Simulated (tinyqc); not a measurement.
Inside a calculation. Method: UHF in the sto-3g basis, for BeH2, spin multiplicity 1. One step of it, computed by the program tinyqc.

Task: Iteration 28 (converged): orbitals. Diagonalise F' = X^T F X, C = X C', fill 3 alpha and 3 beta electrons from the bottom; D(s) = C_occ C_occ^T. Each column has its largest component positive (the first on a tie).

converged F(alpha) (hartree):
```
            1Be 1s     1Be 2s   1Be 2px    1Be 2py    1Be 2pz      2H 1s      3H 1s
1Be 1s   -4.518439  -1.288143  0.000000   0.000000   0.002189  -0.328566  -0.328566
1Be 2s   -1.288143  -0.624985  0.000000   0.000000  -0.021478  -0.402929  -0.402929
1Be 2px   0.000000   0.000000  0.212734   0.000000   0.000000   0.000000   0.000000
1Be 2py   0.000000   0.000000  0.000000  -0.219094   0.000000  -0.328283   0.328283
1Be 2pz   0.002189  -0.021478  0.000000   0.000000   0.210013  -0.025279  -0.025279
2H 1s    -0.328566  -0.402929  0.000000  -0.328283  -0.025279  -0.297485  -0.042873
3H 1s    -0.328566  -0.402929  0.000000   0.328283  -0.025279  -0.042873  -0.297485
```

converged F(beta) (hartree):
```
            1Be 1s     1Be 2s   1Be 2px    1Be 2py    1Be 2pz      2H 1s      3H 1s
1Be 1s   -4.518439  -1.288143  0.000000   0.000000   0.002189  -0.328566  -0.328566
1Be 2s   -1.288143  -0.624985  0.000000   0.000000  -0.021478  -0.402929  -0.402929
1Be 2px   0.000000   0.000000  0.212734   0.000000   0.000000   0.000000   0.000000
1Be 2py   0.000000   0.000000  0.000000  -0.219094   0.000000  -0.328283   0.328283
1Be 2pz   0.002189  -0.021478  0.000000   0.000000   0.210013  -0.025279  -0.025279
2H 1s    -0.328566  -0.402929  0.000000  -0.328283  -0.025279  -0.297485  -0.042873
3H 1s    -0.328566  -0.402929  0.000000   0.328283  -0.025279  -0.042873  -0.297485
```

X:
```
                 1          2          3         4          5          6         7
1Be 1s    0.000000  -0.333483   0.895943  0.000000  -0.329174   0.000000  0.244291
1Be 2s    0.000000   1.212098  -0.112825  0.000000  -0.060011   0.000000  0.515515
1Be 2px   0.000000   0.000000   0.000000  1.000000   0.000000   0.000000  0.000000
1Be 2py   1.376494   0.000000   0.000000  0.000000   0.000000   0.546441  0.000000
1Be 2pz   0.000000   0.119664   0.362474  0.000000   0.927299   0.000000  0.047647
2H 1s    -0.994507  -0.777778  -0.252104  0.000000   0.095142   0.378164  0.352986
3H 1s     0.994507  -0.777778  -0.252104  0.000000   0.095142  -0.378164  0.352986
```

Give: F' = X^T F X; orbital energies; coefficients C; F' = X^T F X; orbital energies; coefficients C; D(alpha) after iteration 28; D(beta) after iteration 28.

Result:

F' = X^T F X (alpha) (hartree):
```
        1        2        3       4        5        6        7
1  0.8788   0.0000   0.0000  0.0000   0.0000   0.0418   0.0000
2  0.0000   0.3934   0.4486  0.0000  -0.1555   0.0000   0.1834
3  0.0000   0.4486  -3.1268  0.0000   1.3369   0.0000  -1.4879
4  0.0000   0.0000   0.0000  0.2127   0.0000   0.0000   0.0000
5  0.0000  -0.1555   1.3369  0.0000  -0.3258   0.0000   0.6187
6  0.0418   0.0000   0.0000  0.0000   0.0000  -0.4096   0.0000
7  0.0000   0.1834  -1.4879  0.0000   0.6187   0.0000  -1.2539
```

orbital energies (alpha) (hartree): MO1 -4.5219, MO2 -0.4498, MO3 -0.4109, MO4 0.2084, MO5 0.2127, MO6 0.4502, MO7 0.8802

coefficients C (alpha):
```
             MO1      MO2      MO3      MO4     MO5      MO6      MO7
1Be 1s    0.9918  -0.2210   0.0000   0.0429  0.0000  -0.2184   0.0000
1Be 2s    0.0318   0.5664   0.0000  -0.1907  0.0000   1.1803   0.0000
1Be 2px   0.0000   0.0000   0.0000   0.0000  1.0000   0.0000   0.0000
1Be 2py   0.0000   0.0000   0.5016   0.0000  0.0000   0.0000   1.3935
1Be 2pz   0.0000   0.0228   0.0000   0.9815  0.0000   0.2096   0.0000
2H 1s    -0.0032   0.3930   0.4101   0.0810  0.0000  -0.8007  -0.9818
3H 1s    -0.0032   0.3930  -0.4101   0.0810  0.0000  -0.8007   0.9818
```

F' = X^T F X (beta) (hartree):
```
        1        2        3       4        5        6        7
1  0.8788   0.0000   0.0000  0.0000   0.0000   0.0418   0.0000
2  0.0000   0.3934   0.4486  0.0000  -0.1555   0.0000   0.1834
3  0.0000   0.4486  -3.1268  0.0000   1.3369   0.0000  -1.4879
4  0.0000   0.0000   0.0000  0.2127   0.0000   0.0000   0.0000
5  0.0000  -0.1555   1.3369  0.0000  -0.3258   0.0000   0.6187
6  0.0418   0.0000   0.0000  0.0000   0.0000  -0.4096   0.0000
7  0.0000   0.1834  -1.4879  0.0000   0.6187   0.0000  -1.2539
```

orbital energies (beta) (hartree): MO1 -4.5219, MO2 -0.4498, MO3 -0.4109, MO4 0.2084, MO5 0.2127, MO6 0.4502, MO7 0.8802

coefficients C (beta):
```
             MO1      MO2      MO3      MO4     MO5      MO6      MO7
1Be 1s    0.9918  -0.2210   0.0000   0.0429  0.0000  -0.2184   0.0000
1Be 2s    0.0318   0.5664   0.0000  -0.1907  0.0000   1.1803   0.0000
1Be 2px   0.0000   0.0000   0.0000   0.0000  1.0000   0.0000   0.0000
1Be 2py   0.0000   0.0000   0.5016   0.0000  0.0000   0.0000   1.3935
1Be 2pz   0.0000   0.0228   0.0000   0.9815  0.0000   0.2096   0.0000
2H 1s    -0.0032   0.3930   0.4101   0.0810  0.0000  -0.8007  -0.9818
3H 1s    -0.0032   0.3930  -0.4101   0.0810  0.0000  -0.8007   0.9818
```

D(alpha) after iteration 28:
```
          1Be 1s   1Be 2s  1Be 2px  1Be 2py  1Be 2pz    2H 1s    3H 1s
1Be 1s    1.0324  -0.0936   0.0000   0.0000  -0.0051  -0.0900  -0.0900
1Be 2s   -0.0936   0.3218   0.0000   0.0000   0.0129   0.2225   0.2225
1Be 2px   0.0000   0.0000   0.0000   0.0000   0.0000   0.0000   0.0000
1Be 2py   0.0000   0.0000   0.0000   0.2516   0.0000   0.2057  -0.2057
1Be 2pz  -0.0051   0.0129   0.0000   0.0000   0.0005   0.0089   0.0089
2H 1s    -0.0900   0.2225   0.0000   0.2057   0.0089   0.3226  -0.0138
3H 1s    -0.0900   0.2225   0.0000  -0.2057   0.0089  -0.0138   0.3226
```

D(beta) after iteration 28:
```
          1Be 1s   1Be 2s  1Be 2px  1Be 2py  1Be 2pz    2H 1s    3H 1s
1Be 1s    1.0324  -0.0936   0.0000   0.0000  -0.0051  -0.0900  -0.0900
1Be 2s   -0.0936   0.3218   0.0000   0.0000   0.0129   0.2225   0.2225
1Be 2px   0.0000   0.0000   0.0000   0.0000   0.0000   0.0000   0.0000
1Be 2py   0.0000   0.0000   0.0000   0.2516   0.0000   0.2057  -0.2057
1Be 2pz  -0.0051   0.0129   0.0000   0.0000   0.0005   0.0089   0.0089
2H 1s    -0.0900   0.2225   0.0000   0.2057   0.0089   0.3226  -0.0138
3H 1s    -0.0900   0.2225   0.0000  -0.2057   0.0089  -0.0138   0.3226
```
